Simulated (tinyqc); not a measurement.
From results back to parameters: Shockley-Read-Hall recombination through one deep level. Five cases, with inputs chosen for the exercise.

Problem. Deep-level transient spectroscopy: the emission rate is en = gam sigma T^2 exp(-dE/kB T), dE = Ec - Et. Two rates were computed from hidden dE and sigma.

Constants: kB = 8.617333262e-05 eV/K.

Find: ln(en/T^2) at T1 and T2; dE; sigma.

Method. ln(en/T^2) against 1/T is a line of slope -dE/kB and intercept ln(gam sigma); plotting ln en alone would overstate dE by about 2 kB T.

Case 1.

Values chosen (out of a larger set: gap and densities of states near those of Si at this temperature; not measured data): gam = 4.7e+21 1/(cm^2 s K^2) (vth Nc/T^2, which does not depend on T); T1 = 250 K; T2 = 300 K.

en(T1) = 1.55541 1/s
en(T2) = 122.251 1/s

Solution.

ln(en/T^2) at T1 and T2: -10.6012  -6.6015

dE = 0.517 eV
sigma = 1.4e-16 cm^2

Case 2.

Values chosen (out of a larger set: gap and densities of states near those of Si at this temperature; not measured data): gam = 5.7e+21 1/(cm^2 s K^2) (vth Nc/T^2, which does not depend on T); T1 = 163 K; T2 = 188 K.

en(T1) = 0.697606 1/s
en(T2) = 22.7644 1/s

Solution.

ln(en/T^2) at T1 and T2: -10.5476  -7.3477

dE = 0.338 eV
sigma = 1.3e-16 cm^2

Case 3.

Values chosen (out of a larger set: gap and densities of states near those of SiC at this temperature; not measured data): gam = 3.3e+21 1/(cm^2 s K^2) (vth Nc/T^2, which does not depend on T); T1 = 146 K; T2 = 162 K.

en(T1) = 0.400978 1/s
en(T2) = 5.24372 1/s

Solution.

ln(en/T^2) at T1 and T2: -10.8811  -8.5182

dE = 0.301 eV
sigma = 1.4e-16 cm^2

Case 4.

Values chosen (out of a larger set: gap and densities of states near those of Si at this temperature; not measured data): gam = 5.8e+21 1/(cm^2 s K^2) (vth Nc/T^2, which does not depend on T); T1 = 281 K; T2 = 326 K.

en(T1) = 278.379 1/s
en(T2) = 10281.3 1/s

Solution.

ln(en/T^2) at T1 and T2: -5.6477  -2.3357

dE = 0.581 eV
sigma = 1.6e-14 cm^2

Case 5.

Values chosen (out of a larger set: gap and densities of states near those of GaAs at this temperature; not measured data): gam = 6.7e+19 1/(cm^2 s K^2) (vth Nc/T^2, which does not depend on T); T1 = 88 K; T2 = 101 K.

en(T1) = 0.00626632 1/s
en(T2) = 0.181254 1/s

Solution.

ln(en/T^2) at T1 and T2: -14.0272  -10.9381

dE = 0.182 eV
sigma = 3.2e-16 cm^2

Computed by tinyqc, one run a case: `OMP_NUM_THREADS=1 python tinyqc.py N N+1 out.jsonl` with N = 1681419, 1681472, 1681477, 1681510, 1681561; one thread of a shared Intel(R) Xeon(R) Processor @ 2.30GHz, about 0.01 s a run at most.
